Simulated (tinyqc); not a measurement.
## Metal-interlayer-semiconductor contact, depinning against tunnelling resistance: contact resistivity against the temperature

Zero bias, n-type semiconductor. Gap states at the semiconductor surface thin out as exp(-be ti), which unpins the barrier; electrons must then cross the interlayer (a rectangular barrier, no voltage drop across it) and the parabolic depleted layer, both by WKB. Energies E are counted from the Fermi level; no image force, parabolic bands.

Nc is given at 400 K and scales as (T/400 K)^1.5. S = 1/(1 + (1/S0 - 1) exp(-be ti)); phiB = S (phiM - chi) + (1 - S)(Eg - E0); xi = Ec - EF deep inside, from Nd = Nc F(-xi/Vt), F(x) = (2/sqrt(pi)) int_0^infinity sqrt(u) du/(1 + exp(u - x)); band bending U = phiB - xi; E00 = (hbar/2) sqrt(Nd/(eps0 eps_r mt m0)) in volts; A = 4 pi q mA m0 kB^2/h^3. With U = phiB - xi: for xi < E < phiB, y = (E - xi)/U and G1 = (U/E00) [sqrt(1 - y) - y ln((1 + sqrt(1 - y))/sqrt(y))], G1 = 0 above phiB; G2 = 2 ti sqrt(mi max(phiB + dE - E, 0)/C), C = hbar^2/(2 m0); f = 1/(1 + exp(E/Vt)); 1/rho_c = (A T^2/Vt^2) times the integral of exp(-G1 - G2) f over E from xi upwards. Shares under 0.001 % are printed as 0; rows without band bending are left out.

Values chosen for this exercise; semiconductor values close to those of gallium arsenide; interlayer mass of the order of that in aluminium oxide, offset chosen freely:
```
symbol    value   unit                                                           meaning
Eg         1.41     eV                                                          band gap
eps_r      13.2                                                    relative permittivity
chi        3.99     eV                                                 electron affinity
Nc      6.77e17  cm^-3    conduction-band density of states at the reference temperature
mt       0.0696     m0                              tunnelling mass in the semiconductor
mA       0.0673     m0                                                   Richardson mass
Nd       1.7e18  cm^-3                                                     donor density
E0         0.52     eV                    charge-neutrality level above the valence band
S0        0.097                                        pinning factor without interlayer
phiM       4.43     eV                                               metal work function
ti          0.5     nm                                              interlayer thickness
dE         2.54     eV  conduction-band offset of the interlayer above the semiconductor
mi         0.36     m0                                 tunnelling mass in the interlayer
be          1.7   1/nm               decay constant of gap states through the interlayer
```

Constants: q = 1.602176634e-19 C, kB = 1.380649e-23 J/K, eps0 = 8.8541878128e-12 F/m, hbar = 1.054571817e-34 J s, h = 6.62607015e-34 J s, m0 = 9.1093837015e-31 kg, Vt = kB T/q, hbar^2/(2 m0) = 0.0380998212 eV nm^2. Results are converted to the units shown.

The same in every row: S = 0.201; phiB (eV) = 0.800.

Results:
```
T (K)	E00/Vt	rho_c (ohm cm^2)	rho_c with G2 = 0 (ohm cm^2)	peak of the integrand (eV)	share above phiB (%)
150	1.95	2.60e6	9.90e3	0.0280	0
200	1.47	5.09e5	2.07e3	0.102	0
250	1.17	6.55e4	290	0.217	0
350	0.837	988	5.12	0.409	0.0763
400	0.733	158	0.868	0.479	0.385
450	0.651	31.5	0.181	0.534	1.14
500	0.586	7.71	0.0461	0.578	2.45
```

Estimate the missing row, T = 300 K.

Computed row:
```
T (K)	E00/Vt	rho_c (ohm cm^2)	rho_c with G2 = 0 (ohm cm^2)	peak of the integrand (eV)	share above phiB (%)
300	0.977	7.59e3	36.6	0.322	0.00603
```

With this row back in the table: As T goes from 150 to 500, phiB stays at 0.800 eV and rho_c falls from 2.60e6 to 7.71 ohm cm^2. The apparent activation energy is 0.504 eV between the last two rows (from rho_c T against 1/T), against phiB = 0.800 eV for pure thermionic emission. The ratio of rho_c to its value with G2 = 0 runs from 263 to 167.

tinyqc, about 0.02 s, one thread, Intel Xeon 2.30GHz (shared host): `OMP_NUM_THREADS=1 python tinyqc.py 2270089 2270090 out.jsonl`
